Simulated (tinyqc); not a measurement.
# Changing the doping N

Model: current of a Schottky diode by thermionic-emission-diffusion theory, and its read-back from I-V-T and C-V data. Computed by tinyqc, a small Python program. Command: `OMP_NUM_THREADS=1 python tinyqc.py 3007781 3007782 out.jsonl schottky sweep`. One thread of a shared host (Intel(R) Xeon(R) Processor @ 2.30GHz), about 0.01 s of CPU time with the checks.

Full ionisation, no tunnelling, no recombination current. V is the voltage across the junction itself, forward positive.

Inputs (values chosen for the exercise, modelled on n-type 4H-SiC):

| quantity | value | unit |
|---|---|---|
| Richardson constant A* | 147 | A/(cm^2 K^2) |
| effective density of states at 300 K, N_c | 1.6e+19 | 1/cm^3 |
| permittivity eps | 9.7 | - |
| mobility mu | 950 | cm^2/(V s) |
| barrier without image force phi_0 | 1.31 | eV |
| series resistance R_s | 12 | milliohm cm^2 |
| junction voltage V | 0.49 | V |
| temperature T | 250 | K |

Barrier: uniform.

Constants: k_B = 8.617333262e-05 eV/K; e = 1.602176634e-19 C; eps_0 = 8.8541878128e-12 F/m.

Method:
- N_c(T) = N_c (T/300 K)^(3/2); V_bi = phi_0 - (k_B T/e) ln(N_c(T)/N); surface field F = sqrt(2 e N (V_bi - V - k_B T/e)/(eps eps_0)); image lowering d_phi = sqrt(e F/(4 pi eps eps_0)); effective barrier phi = phi_0 - d_phi.
- Collection velocity v_R = A* T^2/(e N_c(T)); diffusion velocity v_D = mu F; J = e N_c(T) v_R/(1 + v_R/v_D) exp(-phi/k_B T) [exp(e V/k_B T) - 1].
- Terminal voltage V + J R_s.
- Ideality n = (e/k_B T)/(d ln J/dV) by a central difference of +/- 1 mV; J_0 = J exp(-e V/(n k_B T)); apparent barrier phi_IV = k_B T ln(A* T^2/J_0); a C-V plot gives phi_CV = phi_0, the mean without lowering.

One run for each value:

| doping N (1/cm^3) | ideality factor n | image lowering (meV) | current density J (A/cm^2) | v_D (cm/s) |
|---|---|---|---|---|
| 1.00e+14 | 1.0143 | 8.19 | 1.8872e-10 | 4.2885e+06 |
| 3.70e+14 | 1.0119 | 11.50 | 2.9664e-10 | 8.4593e+06 |
| 1.30e+15 | 1.0108 | 15.92 | 4.3956e-10 | 1.6226e+07 |
| 4.90e+15 | 1.0112 | 22.45 | 6.6986e-10 | 3.2242e+07 |
| 1.80e+16 | 1.0132 | 31.41 | 1.0833e-09 | 6.3155e+07 |
| 6.50e+16 | 1.0168 | 43.75 | 1.9878e-09 | 1.2251e+08 |
| 2.40e+17 | 1.0222 | 61.26 | 4.5636e-09 | 2.4019e+08 |
| 8.70e+17 | 1.0298 | 85.34 | 1.4087e-08 | 4.6610e+08 |
| 3.20e+18 | 1.0404 | 119.29 | 6.8438e-08 | 9.1067e+08 |

Describe and explain the trends.

Over the rows, ideality factor n goes from 1.01 through a minimum among these rows, 1.01 at 1.30e15, to 1.04; image lowering (meV) rises from 8.19 to 119 (exponent d ln y / d ln x about 0.26 throughout); current density J (A/cm^2) rises from 1.89e-10 to 6.84e-8 (exponent d ln y / d ln x 0.35 between the first rows and 1.2 between the last). The exponent of image lowering stays between 0.26 and 0.26, near 0.25: F grows as N^(1/2) and the lowering as F^(1/2). Tunnelling, left out, adds to n at the high end.

Extremes, crossings and ranges named in words are read from the listed rows.
